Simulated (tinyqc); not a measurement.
Inside a calculation. Model: floating body of a partially depleted SOI transistor: body voltage and kink.

Numbers from tinyqc (`OMP_NUM_THREADS=1 python tinyqc.py 2182035 2182036 out.jsonl`; about 0.2 s on one thread of a shared Intel Xeon 2.30GHz). Printed values are rounded.

Source at 0 V. Channel current Ic = 2 nf K Vt^2 [F(0) - F(Vd)](1 + la Vd), F(V) = ln^2(1 + exp((Vg - VT - nf V)/(2 nf Vt))), VT = VT0 - gb Vb. Saturation voltage Vs = 2 Vt sqrt(F(0)) + 3 Vt, excess Ve = (Vd - Vs + sqrt((Vd - Vs)^2 + 0.0004 V^2))/2, multiplication M1 = Ai Ve exp(-Bl/Ve). Each junction passes D(v) = J1 (exp(v/Vt) - 1) + J2 (exp(v/(2 Vt)) - 1). Bipolar current Ib = bb J1 (exp(Vb/Vt) - 1). The body settles where M1 (Ic + Ib) = D(Vb) + D(Vb - Vd) + Vb/Rb; drain current Id = (1 + M1)(Ic + Ib) - D(Vb - Vd).

Values chosen for this exercise; values of the order met in partially depleted silicon-on-insulator transistors: temperature T = 300 K; threshold at zero body voltage VT0 = 0.5 V; fall of the threshold per volt of body voltage gb = 0.14; slope factor nf = 1.23; gain factor per width K = 250 uA/(V^2 um); channel-length modulation factor la = 0.09 1/V; impact-ionisation prefactor Ai = 3.34 1/V; impact-ionisation voltage Bl = 8.3 V; diffusion saturation current of each junction J1 = 3e-13 uA/um; recombination saturation current of each junction J2 = 7.9e-8 uA/um; gain of the lateral bipolar transistor on the diffusion current bb = 0; resistance of a weak body tie to the source (1e9 stands for no tie, and the term is then dropped) Rb = 1e9 kohm um; gate voltage Vg = 1.05 V; drain voltage Vd = 1.3 V.

Constants: q = 1.602176634e-19 C, kB = 1.380649e-23 J/K, Vt = kB T/q. Results are converted to the units shown.

Range of the model: The multiplication law is an empirical form chosen for the exercise; self-heating and capacitive coupling to the body are left out, and the linear laws are rough once Vb passes about 0.7 V or M1 about 0.1.

## Starting value

Vb = 0.41 V.

Vb at the start = 0.41 V

## Iteration 1: new Vb

Current into the body I_in = M1 (Ic + Ib) - D(Vb - Vd), current out I_out = D(Vb) + Vb/Rb; f = ln(I_in/I_out), s = df/dVb by central differences over 1e-5 V, Vb(new) = Vb - f/s.

Ic = 41.88072 uA/um
Ve = 0.7287564 V
M1 = 2.754443e-5
I_in = 0.001153660 uA/um
I_out = 2.217581e-4 uA/um
f = 1.649107
s = -21.02326 1/V
Vb after iteration 1 = 0.4884420 V

## Iteration 2: new Vb

As before.

Ic = 43.40872 uA/um
Ve = 0.7198303 V
M1 = 2.362361e-5
I_in = 0.001025550 uA/um
I_out = 0.001048898 uA/um
f = -0.02251162
s = -21.75811 1/V
Vb after iteration 2 = 0.4874074 V

## Course of the iteration

Stop when the step is below 1e-10 V, or after 40 iterations.

Course of the iteration:
```
iteration	Vb before the step (V)	step (V)
1	0.41	0.0784
2	0.4884420	-1.03e-3
3	0.4874074	-4.17e-7
4	0.4874070	-6.74e-14
```

Converged in 4 iterations.

## Drain current with floating and with grounded body

converged Vb = 0.4874070 V

Id and VT at the converged Vb, Id at Vb = 0, their ratio, and the bipolar share Ib/(Ic + Ib).

VT = 0.4317630 V
Id, floating = 43.38940 uA/um
Id, grounded = 34.34206 uA/um
ratio = 1.263448
bipolar share = 0.000000 %

The body rises to 0.487 V and lowers the threshold by 68.2 mV.
